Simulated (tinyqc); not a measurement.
# Electron continuity equation in a given potential, Scharfetter-Gummel discretisation: error of the current against the mesh

Steady state in one dimension: J = q mu n E + q D dn/dx with E = -dpsi/dx and D = mu Vt, dJ/dx = q (n/tau - G), fixed densities nL and nR at the ends. The potential is given, psi = U x/L - Ub exp(-((x/L - xb)/sb)^2), and is not changed by the electrons.

Fluxes J_i = (q D/h)(n_(i+1) P_i - n_i Q_i), d_i = (psi_(i+1) - psi_i)/Vt: Scharfetter-Gummel P = B(d), Q = B(-d), B(d) = d/(exp(d) - 1); central P = 1 - d/2, Q = 1 + d/2; upwind P = 1 + max(-d, 0), Q = 1 + max(d, 0). Balance at each inner node: J_i - J_(i-1) = q h (n_i/tau - G). The reference is Scharfetter-Gummel on 4000 intervals or more. Errors are those of J on the first interval against the reference at its midpoint; errors under 1e-6 % are printed as 0.

Values chosen for this exercise; mobility close to that of cadmium telluride at room temperature:
- T = 300 K (temperature)
- mu = 1010 cm^2/(V s) (electron mobility)
- L = 2.7 um (length of the region)
- nL = 8.7e13 cm^-3 (density at x = 0)
- nR = 0 cm^-3 (density at x = L)
- tau = 2.4e-9 s (lifetime)
- G = 0 cm^-3 s^-1 (uniform generation rate)
- U = 0.6 V (potential difference psi(L) - psi(0))
- Ub = 0.22 V (depth of the dip in psi (a barrier for electrons))
- xb = 0.57 (position of the barrier over L)
- sb = 0.16 (width of the barrier over L)

Constants: q = 1.602176634e-19 C, kB = 1.380649e-23 J/K, Vt = kB T/q. Results are converted to the units shown.

Result of one run:
```
N,largest |d|,reference J (A/cm^2),SG error (%),central error (%),upwind error (%)
160,0.4301,-30.41,2.55e-3,0.0251,-0.982
```

What becomes of these results when the number of intervals N is changed from 160 to 80, all else the same?

Result of the changed run:
```
N,largest |d|,reference J (A/cm^2),SG error (%),central error (%),upwind error (%)
80,0.8596,-30.41,0.0102,0.100,-2.03
```

The whole series:
```
N,largest |d|,reference J (A/cm^2),SG error (%),central error (%),upwind error (%)
5,11.78,-30.25,0.486,129,-26.4
10,6.139,-30.34,0.482,1.93,-15.1
20,3.390,-30.38,0.150,1.48,-8.66
40,1.715,-30.40,0.0400,0.395,-4.21
80,0.8596,-30.41,0.0102,0.100,-2.03
160,0.4301,-30.41,2.55e-3,0.0251,-0.982
```

From N = 80 to 160 the error shrinks by 4.0 (Scharfetter-Gummel), 4.0 (central), 2.1 (upwind); 4 marks second order and 2 first order. At N = 5 the errors are 0.49, 130 and -26 %. The central densities go negative for N = 5, so its current there is not to be trusted, whatever its error.

Program tinyqc, `OMP_NUM_THREADS=1 python tinyqc.py 2220039 2220040 out.jsonl`; Intel Xeon 2.30GHz, shared host, one thread, about 0.01 s.
